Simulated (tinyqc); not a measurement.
Band offset from the macroscopic average of a supercell potential: one step. The potential line-up.

Parameters, chosen for this exercise (out of a larger set: gaps near those of GaN and AlN; not measured data): h = 0.25 angstrom (grid step).

macroscopic average (eV): [-6.60049, -6.42155, -6.33065, -6.33675, -6.41651, -6.48780, -6.48472, -6.46647, -6.45189, -6.44772, -6.44830, -6.45101, -6.45774, -6.46364, -6.44231, -6.38000, -6.24152, -6.09380, -6.02923, -6.09246, -6.28000, -6.46754, -6.53077, -6.46620, -6.31848, -6.18001, -6.11772, -6.09641, -6.10222, -6.10848, -6.11051, -6.11063, -6.11019, -6.11001, -6.10998, -6.10999, -6.11000, -6.11000, -6.11000, -6.11000, -6.10999, -6.10998, -6.11001, -6.11019, -6.11063, -6.11051, -6.10848, -6.10222, -6.09641, -6.11772, -6.20514, -6.39959, -6.61448, -6.74622, -6.74846]

Task: Read the macroscopic average in the middle of each region, j = 10 and j = 37, and its slope in A by a central difference over two points each way.

Give: plateau in A; plateau in B; dV = B - A; slope in A.

Result:

plateau in A = -6.448 eV
plateau in B = -6.110 eV
dV = B - A = 0.338 eV
slope in A = -0.006 eV/angstrom

The plateaus are flat, so the line-up is well defined.

(tinyqc, `OMP_NUM_THREADS=1 python tinyqc.py 1881038 1881039 out.jsonl`, Intel(R) Xeon(R) Processor @ 2.30GHz, 1 thread, shared host, about 0.01 s.)
